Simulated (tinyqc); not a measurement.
Short-channel transistor, virtual-source model with series resistance: one step of the calculation.

The current per gate width is the charge at the top of the source barrier (the virtual source) times its velocity times a saturation function; al and be are fitting constants of the model. Units: I in uA/um, Rs in ohm um, so I Rs = 1e-6 I Rs in volts; Q in uC/cm^2, so I = 1e-4 Q vx0 Fsat with vx0 in cm/s.

Problem. Current through the series resistance. Intrinsic voltages Vg' = Vgs - I Rs, Vd' = Vds - 2 I Rs. n = n0 + nd Vd', VT = VT0 - dl Vd', Ff = 1/(1 + exp((Vg' - VT + al Vt/2)/(al Vt))), Q = Cinv n Vt ln(1 + exp((Vg' - VT + al Vt Ff)/(n Vt))), Vdsat = (vx0 L/mu)(1 - Ff) + Vt Ff, Fsat = u/(1 + u^be)^(1/be) with u = Vd'/Vdsat, and I(out) = Q vx0 Fsat per width. (Fsat takes the sign of u.) I(new) = I(out).

Inputs (values chosen for the exercise):
- T = 300 K (temperature)
- Cinv = 2.61 uF/cm^2 (inversion capacitance)
- vx0 = 1.22e7 cm/s (velocity at the virtual source)
- mu = 84 cm^2/(V s) (apparent mobility)
- L = 16 nm (channel length)
- VT0 = 0.36 V (threshold at zero drain voltage)
- dl = 0.155 V/V (drain-induced barrier lowering)
- n0 = 1.28 (subthreshold factor)
- nd = 0 1/V (growth of n with drain voltage)
- al = 3.5 (threshold shift (in units of Vt) from weak to strong inversion)
- be = 2 (sharpness of saturation)
- Rs = 50 ohm um (series resistance of each contact)
- Vgs = 0.6 V (gate voltage)
- Vds = 0.05 V (drain voltage)

Constants: q = 1.602176634e-19 C, kB = 1.380649e-23 J/K, Vt = kB T/q. Results are converted to the units shown.

I at the start = 0 uA/um

Find: Vg'; Vd'; VT; Ff; Q; Vdsat; Fsat; I(out); I after iteration 1.

Solution.

Vg' = 0.60000 V
Vd' = 0.050000 V
VT = 0.35225 V
Ff = 0.037756
Q = 0.65559 uC/cm^2
Vdsat = 0.22458 V
Fsat = 0.21731
I(out) = 173.81 uA/um
I after iteration 1 = 173.81 uA/um

tinyqc, about 0.03 s, one thread, Intel Xeon 2.30GHz (shared host): `OMP_NUM_THREADS=1 python tinyqc.py 2380024 2380025 out.jsonl`
